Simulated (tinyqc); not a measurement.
Worked calculation: vibrations of a mass or spring defect in a linear chain. Computed by tinyqc, a small Python program that keeps every step. Command: `OMP_NUM_THREADS=1 python tinyqc.py 3014195 3014196 out.jsonl localmode walk`. One thread of a shared host (Intel(R) Xeon(R) Processor @ 2.30GHz), about 0.01 s of CPU time with the checks. Intermediate numbers are printed to about 7 digits and carried at full precision; extremes and crossings named in words are read from the listed rows.

A ring of N atoms with nearest-neighbour springs k and motion along the chain. Atom 1 is the defect, of mass M', and its two springs are k'. Odd sites are A (the defect replaces an A atom), even sites B.

Inputs (values chosen for the exercise, for a model chain): spring constant k = 1.58 eV/angstrom^2; mass M_A = 114 u; mass M_B = 37.2 u; defect mass M' = 7.56 u; spring ratio k'/k at the defect = 1; atoms in the ring N = 12; isotope mass step = 2 u.

Host: diatomic.

Constants: nu for 1 eV/(angstrom^2 u) = 15.6333042 THz.

## Band edges of the host

Host bands: lambda from 0 to 2k/M(heavy) and from 2k/M(light) to 2k (1/M_A + 1/M_B). nu = 15.6333042 THz x sqrt(lambda), lambda in eV/(angstrom^2 u).

band edges (THz): [0.000000, 2.602807, 4.556411, 5.247426]

## Dynamical matrix of the ring

D_ii = (sum of the two springs at i)/M_i, D_ij = -k_ij/sqrt(M_i M_j) for neighbours, closed into a ring.

D (eV/(angstrom^2 u)):
```
[[0.4179894, -0.0942160, 0.0000000, 0.0000000, 0.0000000, 0.0000000, 0.0000000, 0.0000000, 0.0000000, 0.0000000, 0.0000000, -0.0942160],
 [-0.0942160, 0.0849462, -0.0242624, 0.0000000, 0.0000000, 0.0000000, 0.0000000, 0.0000000, 0.0000000, 0.0000000, 0.0000000, 0.0000000],
 [0.0000000, -0.0242624, 0.0277193, -0.0242624, 0.0000000, 0.0000000, 0.0000000, 0.0000000, 0.0000000, 0.0000000, 0.0000000, 0.0000000],
 [0.0000000, 0.0000000, -0.0242624, 0.0849462, -0.0242624, 0.0000000, 0.0000000, 0.0000000, 0.0000000, 0.0000000, 0.0000000, 0.0000000],
 [0.0000000, 0.0000000, 0.0000000, -0.0242624, 0.0277193, -0.0242624, 0.0000000, 0.0000000, 0.0000000, 0.0000000, 0.0000000, 0.0000000],
 [0.0000000, 0.0000000, 0.0000000, 0.0000000, -0.0242624, 0.0849462, -0.0242624, 0.0000000, 0.0000000, 0.0000000, 0.0000000, 0.0000000],
 [0.0000000, 0.0000000, 0.0000000, 0.0000000, 0.0000000, -0.0242624, 0.0277193, -0.0242624, 0.0000000, 0.0000000, 0.0000000, 0.0000000],
 [0.0000000, 0.0000000, 0.0000000, 0.0000000, 0.0000000, 0.0000000, -0.0242624, 0.0849462, -0.0242624, 0.0000000, 0.0000000, 0.0000000],
 [0.0000000, 0.0000000, 0.0000000, 0.0000000, 0.0000000, 0.0000000, 0.0000000, -0.0242624, 0.0277193, -0.0242624, 0.0000000, 0.0000000],
 [0.0000000, 0.0000000, 0.0000000, 0.0000000, 0.0000000, 0.0000000, 0.0000000, 0.0000000, -0.0242624, 0.0849462, -0.0242624, 0.0000000],
 [0.0000000, 0.0000000, 0.0000000, 0.0000000, 0.0000000, 0.0000000, 0.0000000, 0.0000000, 0.0000000, -0.0242624, 0.0277193, -0.0242624],
 [-0.0942160, 0.0000000, 0.0000000, 0.0000000, 0.0000000, 0.0000000, 0.0000000, 0.0000000, 0.0000000, 0.0000000, -0.0242624, 0.0849462]]
```

## Frequencies of the ring

Diagonalise D and leave out the zero eigenvalue of the uniform shift.

nonzero frequencies (THz): [1.15862, 1.31118, 2.14453, 2.38630, 3.58309, 4.55641, 4.78920, 4.88055, 5.11792, 5.20324, 10.65915]

2 mode(s) lie outside the host bands, at 3.583, 10.659 THz.

## The highest mode of a long ring

The same matrix for 120 atoms; amplitudes are the mass-weighted eigenvector, in size, relative to the defect, for the highest mode; its weight is the squared component of the normalised eigenvector on the defect.

highest frequency, long ring = 10.65915 THz

weight of the highest mode on the defect = 0.8894806

amplitudes on atoms 1 to 8: [1.000000e+00, 2.488632e-01, 1.386108e-02, 8.883130e-04, 4.947689e-05, 3.170819e-06, 1.766069e-07, 1.131819e-08]

ratio to the top of the host band = 2.031311

A local mode: it lies 103.1 % above the host band and its amplitude falls by a factor 280.15 every two atoms beyond the first neighbour.

## Convergence with the size of the ring

The formulas are those given above.

Highest mode:
```
N    frequency (THz)  weight on the defect  modes outside the bands
4           10.66085             0.8885593                        2
6           10.65916             0.8894750                        2
8           10.65915             0.8894806                        2
12          10.65915             0.8894806                        2
20          10.65915             0.8894806                        2
40          10.65915             0.8894806                        2
80          10.65915             0.8894806                        2
120         10.65915             0.8894806                        2
```

The local mode is within 0.01 % of its final value from N = 6 on, and its weight on the defect settles at 0.889: a bound mode needs only a cell larger than its decay length. In the 120-atom ring the modes outside the host bands lie at 3.5782, 10.6592 THz; one close to a band edge can be missing in a short ring.

## Isotope shift of the local mode

Raise M' by the isotope step in the 120-atom ring. First order, good only for a step much smaller than M': Delta nu/nu = -(1/2) (weight on the defect) Delta M'/M'; a defect vibrating against fixed neighbours would give sqrt(M'/(M' + step)) - 1.

shift, exact = -9.753024 %

shift, first order = -11.76562 %

shift, fixed neighbours = -11.07335 %

The shift is 88 % of the fixed-neighbour value; all other atoms together carry 11 % of the kinetic energy of the mode.

Checks made by the program: sum of eigenvalues against the trace of D (relative difference below 1e-10).
